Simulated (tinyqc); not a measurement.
# Frequency dispersion of an accumulation capacitance by border traps, distributed model: two studies

Traps spread evenly through the insulator exchange electrons with the semiconductor by tunnelling, with tau(x) = t0 exp(2 ka x) at depth x from the interface. The admittance per area Y seen at depth x obeys dY/dx = -Y^2/(i w eps0 eox) + q Nb ln(1 + i w tau)/tau, with Y(0) = i w Cs and w = 2 pi f; the gate sees Y(tox) = G + i w C. Working variable y = Y/(i w), in uF/cm^2. Cox = eps0 eox/tox.

Parameters, values chosen for the exercise; permittivity close to that of silicon dioxide: relative permittivity of the insulator eox = 4.02; insulator thickness tox = 4.1 nm; semiconductor capacitance in accumulation Cs = 3.9 uF/cm^2; density of border traps Nb = 9.8e19 cm^-3 eV^-1; decay constant of the wave function in the insulator ka = 6.1 1/nm; time constant of a trap at the interface t0 = 6e-10 s; frequency f = 1e5 Hz.

Constants: q = 1.602176634e-19 C, eps0 = 8.8541878128e-14 F/cm where lengths are in cm. Results are converted to the units shown.

Each table varies one quantity; the others keep the values above.

## Capacitance and loss against frequency

Cox; trap-free value 1/(1/Cox + 1/Cs); response depth d = ln(1/(w t0))/(2 ka), where w tau = 1; lumped estimate: all traps within d act as C_bt = q Nb d placed at d/2, so C = 1/{1/[1/(1/Cs + d/(2 eps0 eox)) + C_bt] + (tox - d/2)/(eps0 eox)}. C and G from a fine integration; dispersion -d C/d log10 f over C, from f times and over 1.1. For a broad spread of time constants G/w is close to -(pi/2) dC/d ln w.

The same in every row: trap-free C (uF/cm^2) = 0.7101.

Capacitance and loss against frequency:
```
f (Hz)	d (nm)	C (uF/cm^2)	G/w (uF/cm^2)	dispersion (% a decade)	-(pi/2) dC/d ln w (uF/cm^2)	lumped C (uF/cm^2)
10	1.401	0.8876	0.02493	4.110	0.02489	0.8460
100	1.212	0.8532	0.02216	3.803	0.02213	0.8217
1000	1.024	0.8226	0.01961	3.490	0.01959	0.7990
10000	0.8349	0.7957	0.01722	3.169	0.01720	0.7780
1e5	0.6462	0.7721	0.01494	2.834	0.01493	0.7588
1e6	0.4574	0.7519	0.01274	2.484	0.01274	0.7417
1e7	0.2687	0.7348	0.01057	2.119	0.01062	0.7268
```

What does the comparison show?

C falls from 0.8876 to 0.7348 uF/cm^2, towards the trap-free 0.7101; each decade of frequency removes ln 10/(2 ka) = 0.189 nm from the response depth. The dispersion falls from 4.11 to 2.12 % a decade and G/w falls from 0.0249 to 0.0106 uF/cm^2. G/w lies between 0.995 and 1.00 times -(pi/2) dC/d ln w, the relation for a broad spread of time constants.

## Effect of the insulator thickness

Same model as above.

The same in every row: d (nm) = 0.6462.

Effect of the insulator thickness:
```
tox (nm)	C (uF/cm^2)	G/w (uF/cm^2)	dispersion (% a decade)	-(pi/2) dC/d ln w (uF/cm^2)	lumped C (uF/cm^2)	trap-free C (uF/cm^2)
2	1.417	0.05039	5.187	0.05015	1.374	1.222
2.8	1.075	0.02898	3.941	0.02891	1.050	0.9587
3.9	0.8071	0.01633	2.962	0.01631	0.7926	0.7396
5.4	0.6023	0.009090	2.212	0.009090	0.5941	0.5638
7.5	0.4444	0.004948	1.633	0.004952	0.4399	0.4231
10	0.3387	0.002874	1.245	0.002877	0.3361	0.3262
14	0.2453	0.001508	0.9022	0.001510	0.2439	0.2387
20	0.1736	7.546e-4	0.6384	7.559e-4	0.1729	0.1702
```

As tox goes from 2 to 20, C falls from 1.42 to 0.174 uF/cm^2, the dispersion falls from 5.19 to 0.638 % a decade and G/w falls from 0.0504 to 7.55e-4 uF/cm^2. The lumped estimate is 3.1 % below C in the first row and 0.40 % below it in the last.

Numbers from tinyqc (`OMP_NUM_THREADS=1 python tinyqc.py 2202077 2202078 out.jsonl`; about 0.5 s on one thread of a shared Intel Xeon 2.30GHz).
